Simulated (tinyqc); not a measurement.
A ladder of methods, and size consistency: correlation methods against full CI in the 6-31g basis, for H4, spin multiplicity 1. Computed by the program tinyqc with PySCF. Command: `OMP_NUM_THREADS=1 python tinyqc.py 111228 111229 out.jsonl`; one thread of a shared host (Intel(R) Xeon(R) Processor @ 2.60GHz), about 2 s.

Geometry (angstrom):
```
atom       x       y       z
H     0.0000  0.0000  0.0000
H     0.0000  0.0000  0.7130
H     0.0000  1.6060  0.0000
H     0.0000  1.6060  0.7130
```

RHF energy of one = -2.209435 hartree

All electrons correlated; +Q is the Davidson correction (1 - c0^2) E_corr. The last columns treat two copies 100 angstrom apart as one system. FCI is the lowest singlet.

Correlation energies (hartree):
```
method   E_corr of one  share of FCI (%)  E_corr of two at 100 angstrom  two minus twice one (mhartree)
MP2          -0.036199           70.6745                      -0.072399                          0.0000
CISD         -0.050497           98.5897                      -0.098395                          2.5997
CISD+Q       -0.051872          101.2730                      -0.103317                          0.4267
CCSD         -0.051180           99.9219                      -0.102359                          0.0000
CCSD(T)      -0.051209           99.9797                      -0.102419                          0.0000
FCI          -0.051220          100.0000                              -                               -
```

MP2 recovers 71 %, CISD 98.6 % and CCSD 99.9 % of the FCI value (c0^2 = 0.973 in CISD). MP2 and coupled cluster are size consistent, so their last column vanishes; CISD loses 2.60 mhartree, since a double excitation on each copy is a quadruple of the pair, and the Davidson correction leaves +0.43.
